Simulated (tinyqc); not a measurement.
# Site energy and hopping from one surface Green function

Question. A semi-infinite chain with site energy e0 and hopping -t has g_s = 1/(E - e0 - t^2 g_s). Inside the band |g_s| = 1/t and Re g_s = (E - e0)/(2 t^2). Find t and e0.

g_s at E = -0.39 eV = -0.12544590-0.32119992i 1/eV

Answer. t = 1/|g_s|, and e0 = E - 2 t^2 Re g_s.

t = 2.900 eV
e0 = 1.720 eV

tinyqc, about 0.06 s, one thread, Intel Xeon 2.30GHz (shared host): `OMP_NUM_THREADS=1 python tinyqc.py 2680017 2680018 out.jsonl`
